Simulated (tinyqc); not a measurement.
Inside a calculation. Model: size effects in the resistivity of thin metal films and interconnect lines. Computed by tinyqc, a small Python program that keeps every step. Command: `OMP_NUM_THREADS=1 python tinyqc.py 3025451 3025452 out.jsonl size walk`. One thread of a shared host (Intel(R) Xeon(R) Processor @ 2.30GHz), about 0.01 s of CPU time with the checks. Intermediate numbers are printed to about 7 digits and carried at full precision; extremes and crossings named in words are read from the listed rows.

Electrons lose their drift at surfaces (a share 1 - p of the hits) and at grain boundaries (reflection R), besides bulk scattering. The line sits in a trench with a non-conducting liner on both walls and the bottom; the spacing equals the drawn width.

Inputs (values chosen for the exercise, modelled on copper):

| quantity | value | unit |
|---|---|---|
| bulk resistivity rho_b | 1.68 | microohm cm |
| bulk mean free path lambda | 39.5 | nm |
| specularity p | 0 | - |
| grain-boundary reflection R | 0.39 | - |
| drawn line width w | 8.5 | nm |
| grain size over metal width | 0.52 | - |
| aspect ratio (height over width) | 1.3 | - |
| liner thickness t | 1.7 | nm |
| line length | 200 | micrometre |
| permittivity of the dielectric k | 3 | - |
| competitor: rho_b relative to this metal | 3.9 | - |
| competitor: lambda relative to this metal | 0.33 | - |
| competitor: liner relative to t | 0 | - |

Geometry: line.

Constants: eps_0 = 8.8541878128e-12 F/m.

## Metal cross-section

Metal width w_m = w - 2t, height h_m = (aspect ratio) w - t, grain size D = (ratio) w_m.

metal width w_m = 5.1 nm

metal height h_m = 9.35 nm

grain size D = 2.652 nm

share of the trench filled by metal = 50.76923 %

## Grain boundaries

Mayadas-Shatzkes: alpha = (lambda/D) R/(1 - R); rho_b/rho = 1 - 3 alpha/2 + 3 alpha^2 - 3 alpha^3 ln(1 + 1/alpha).

alpha = 9.522662

rho/rho_b from grains = 13.76004

The linear estimate 1 + 3 alpha/2 gives 15.284, 11 % high; at large alpha the slope is 4/3.

## Surfaces

Fuchs-Sondheimer film: rho_b/rho = 1 - (3/(2 kappa))(1 - p) int_0^1 (s - s^3)(1 - exp(-kappa/s))/(1 - p exp(-kappa/s)) ds, f = rho/rho_b, kappa = thickness/lambda, 80 Gauss-Legendre points. Line: the excess of a film of thickness w_m and of a film of thickness h_m are added, rho/rho_b = 1 + (f(w_m) - 1) + (f(h_m) - 1), an estimate that holds best when both sides exceed lambda.

kappa = w_m/lambda = 0.1291139

f(w_m) = 4.049302

f(h_m) = 2.808992

rho/rho_b from surfaces = 5.858294

Caution: for lines much narrower than lambda adding the two film terms and the grain term underestimates the resistivity.

## Resistance and delay

Total: rho = rho_b [1 + surface excess + grain excess]; resistance per length rho/(w_m h_m); capacitance per length C = 2 k eps_0 (aspect ratio + 1/2), a parallel-plate estimate for two neighbours plus a fixed term for the planes above and below; delay 0.38 R C L^2; effective resistivity per drawn area.

resistivity rho = 31.27881 microohm cm

resistance per length = 6559.465 ohm/micrometre

capacitance per length = 0.09562523 fF/micrometre

RC delay = 9534.205 ps

effective resistivity per drawn area = 61.60977 microohm cm

Of the factor 36.67 over bulk, scattering gives 18.62 and the liner 1.97; within scattering, grain boundaries outweigh surfaces (12.76 against 4.86, grains first).

## A short-path metal as competitor

w_m = w - 2t, h_m = (aspect ratio) w - t, D = (ratio) w_m; rho = rho_b [1 + surface excess + grain excess]. Effective resistivity rho (aspect ratio) w^2/(w_m h_m) for the metal with its liner, for the same metal without liner, and for a competitor with its own rho_b, lambda and liner, and for that competitor with the liner t; p, R, aspect and grain ratios are the same.

Effective resistivity (microohm cm):

| w (nm) | this metal | without liner | competitor | competitor, liner t |
|---|---|---|---|---|
| 200 | 2.5716 | 2.49834 | 7.60996 | 7.8097 |
| 100 | 3.5438 | 3.32508 | 8.65959 | 9.1545 |
| 50 | 5.7472 | 4.99585 | 10.76948 | 12.1778 |
| 30 | 9.2408 | 7.20435 | 13.61780 | 17.0379 |
| 20 | 14.6980 | 9.91419 | 17.20324 | 24.7384 |
| 14 | 24.1615 | 13.32825 | 21.80414 | 38.1594 |
| 10 | 43.4888 | 17.78966 | 27.88335 | 65.4731 |
| 7 | 101.8598 | 24.34664 | 36.86832 | 147.0403 |
| 5 | 375.0307 | 32.91938 | 48.63193 | 521.7864 |

The competitor wins below a width between 20.0 and 14.0 nm. In narrow lines rho scales as rho_b lambda/w, and the product rho_b lambda of the competitor is 1.29 times this metal's. At the narrowest width the liner costs this metal a factor 11.39. With the same liner the competitor wins nowhere in the table; at the narrowest width the thinner liner lowers it from 522 to 48.6. Rows with w - 2t below lambda stretch the additive estimate. Metal widths below about 5 nm are outside this semiclassical model.

Checks made by the program: grain-boundary formula against its angular integral 3 int_0^1 c^3/(c + alpha) dc (relative difference below 1e-10).
